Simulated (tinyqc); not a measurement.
Inside a calculation. Method: plane-wave Kohn-Sham cycle with exchange-only LDA in a layered model solid. One step of it, computed by the program tinyqc.

Task: Iteration 1: Hamiltonian at one k. H(m,m') = (k + G_m)^2/2 delta + V(G_m - G_m'), with V(-G) = V(G).

A solid whose potential varies along x alone (atomic units):
```
parameter                      value
period a                   11.000000
cross-section of the cell  19.000000
electrons per cell                 2
grid points                       16
plane waves -n..n, n               3
k points                           4
V1 in V1 cos(2 pi x/a)     -0.500000
```

V(G_m), m = 0, 1, 2, ... (hartree): -0.209067  -0.250000  0.000000  0.000000  0.000000  0.000000  0.000000

k = 0.125000 2 pi / a

Give: H.

Result:

H (hartree), lower triangle:
```
        -3      -2      -1      +0      +1      +2     +3
-3   1.139
-2  -0.250   0.364
-1   0.000  -0.250  -0.084
+0   0.000   0.000  -0.250  -0.207
+1   0.000   0.000   0.000  -0.250  -0.003
+2   0.000   0.000   0.000   0.000  -0.250   0.528
+3   0.000   0.000   0.000   0.000   0.000  -0.250  1.384
```
